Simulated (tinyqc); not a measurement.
## Resistance of a tapered via with liner, size effect and interface: via resistance against the diameter at the bottom

A round via whose diameter grows from db at the bottom as D(z) = db + 2 z/tan(ang). The fill, of diameter D - 2 tl, starts above the bottom liner (thickness fb tl) and has rho = rho0 (1 + ks lam/(D - 2 tl)); the sidewall liner conducts in parallel with it. The bottom liner and the interface are crossed over the full area pi db^2/4. Spreading in the lines above and below is left out.

Slices between z0 = fb tl and hv, evaluated at their midpoints: conductance per length pi/4 [(D - 2 tl)^2/rho + (D^2 - (D - 2 tl)^2)/rl], slice resistance = slice height over that. 2000 slices. R_fill = sum of the slices; R_bottom = rl fb tl/(pi db^2/4); R_interface = ri/(pi db^2/4); ballistic (Sharvin) limit 1/(Sb pi (db - 2 tl)^2/4); ideal cylinder rho0 hv/(pi db^2/4).

Parameters, values chosen for the exercise; fill metal close to copper:
```
symbol,value,unit,meaning
hv,110,nm,height
ang,86,degrees,sidewall angle
rho0,1.68,uohm cm,bulk resistivity of the fill
lam,41,nm,mean free path of the fill
ks,1.3,,size-effect factor
tl,2.8,nm,liner on the sidewall
fb,0.5,,liner at the bottom over that on the sidewall
rl,500,uohm cm,resistivity of the liner
ri,4.4e-12,ohm cm^2,interface resistivity at the bottom
Sb,1.1e15,S/m^2,"ballistic conductance per area, about 3/(4 rho0 lam)"
```

Via resistance against the diameter at the bottom:
columns A: db (nm); B: R_fill (ohm); C: R_bottom (ohm); D: R_interface (ohm); E: R (ohm); F: ballistic limit (ohm); G: R over ideal cylinder; H: largest part
```
A         B      C        D      E       F      G             H
8.3   427.5  129.4    8.132  565.0   158.8  16.54          fill
11    133.7  73.66    4.630  212.0   39.69  10.90          fill
16    38.09  34.82    2.188  75.09   10.70  8.170          fill
22    15.06  18.41    1.157  34.63   4.304  7.124  bottom liner
30    6.511  9.903   0.6225  17.04   1.944  6.517  bottom liner
42    2.743  5.053   0.3176  8.114  0.8736  6.083  bottom liner
58    1.236  2.649   0.1665  4.052  0.4216  5.794  bottom liner
80   0.5733  1.393  0.08754  2.053  0.2091  5.585  bottom liner
```

What does the table show?

R falls from 565 to 2.05 ohm. The fill is the largest part at db = 8.3, the bottom liner from 22 on. R goes as db^(-3.48) between the first two rows and db^(-2.11) between the last two; area alone gives -2.

tinyqc, about 0.01 s, one thread, Intel Xeon 2.30GHz (shared host): `OMP_NUM_THREADS=1 python tinyqc.py 2750119 2750120 out.jsonl`
